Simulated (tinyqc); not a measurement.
Gas flow in a process chamber: flow regimes, conductance, effective pumping speed, pump-down, outgassing and purge: one step, computed by the program tinyqc. Command: `OMP_NUM_THREADS=1 python tinyqc.py 3120139 3120140 out.jsonl pump walk`. One thread of a shared host (Intel(R) Xeon(R) Processor @ 2.30GHz), about 0.09 s of CPU time with the checks.

Ideal gas, isothermal flow, a pump of constant speed at the end of a round pipe; process gas, volume gas and outgassing are given the same properties. 1 sccm = 101325 Pa x 1e-6 m^3/60 s x T/273.15 K.

Problem. Purging a well-mixed chamber. With steady flow a contaminant decays as exp(-t/residence time); gas used = flow x time.

Inputs (values chosen for the exercise, modelled on nitrogen near room temperature): temperature T = 300 K; process gas flow = 550 sccm.

residence time = 1.821354 s

Give: time to dilute 1e3 times; time to dilute 1e6 times; gas used for 1e6.

Solution.

time to dilute 1e3 times = 12.58 s

time to dilute 1e6 times = 25.16 s

gas used for 1e6 = 230.7 standard cm^3
